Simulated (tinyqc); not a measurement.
Effective-mass impurity with a central-cell term, in a basis of Slater functions: one step, computed by the program tinyqc. Command: `OMP_NUM_THREADS=1 python tinyqc.py 3001207 3001208 out.jsonl centralcell walk`. One thread of a shared host (Intel(R) Xeon(R) Processor @ 2.30GHz), about 0.01 s of CPU time with the checks.

The envelope obeys H = -nabla^2 - (2/r) [Z + A exp(-kappa r)] in effective units, with kappa = a*/lambda; positive A deepens the well near the core.

Question. Matrices over the s basis. zeta_i = zeta_1 beta^(i-1), i = 1..n. For s functions exp(-zeta r), with s = zeta_i + zeta_j: S = 2/s^3, T = zeta_i zeta_j S, V = -2 Z/s^2, W = -2 A/(s + kappa)^2; each function is normalised by dividing by sqrt(S_ii S_jj).

Inputs (values chosen for the exercise, with screening close to that of InAs): charge Z of the core = 2; central-cell strength A = 15; basis size n = 4; smallest exponent zeta_1 = 0.32 1/a*; ratio beta of exponents = 3.2.

Impurity: acceptor, one isotropic band.

kappa = 38.70102 1/a*

Give: exponents; overlap S; kinetic T; Coulomb V; central cell W.

Answer.

exponents (1/a*): [0.32, 1.024, 3.2768, 10.48576]

overlap S:
```
[[1.000, 0.618, 0.185, 0.039],
 [0.618, 1.000, 0.618, 0.185],
 [0.185, 0.618, 1.000, 0.618],
 [0.039, 0.185, 0.618, 1.000]]
```

kinetic T (Ry*):
```
[[0.1024, 0.2025, 0.1936, 0.1308],
 [0.2025, 1.048576, 2.074, 1.982],
 [0.1936, 2.074, 10.74, 21.24],
 [0.1308, 1.982, 21.24, 110.0]]
```

Coulomb V (Ry*):
```
[[-1.28, -1.661, -1.328, -0.8422],
 [-1.661, -4.096, -5.317, -4.249],
 [-1.328, -5.317, -13.1072, -17.01],
 [-0.8422, -4.249, -17.01, -41.94304]]
```

central cell W (Ry*):
```
[[-0.002541, -0.01404, -0.07202, -0.3009],
 [-0.01404, -0.07760, -0.3989, -1.675],
 [-0.07202, -0.3989, -2.062, -8.781],
 [-0.3009, -1.675, -8.781, -38.85]]
```
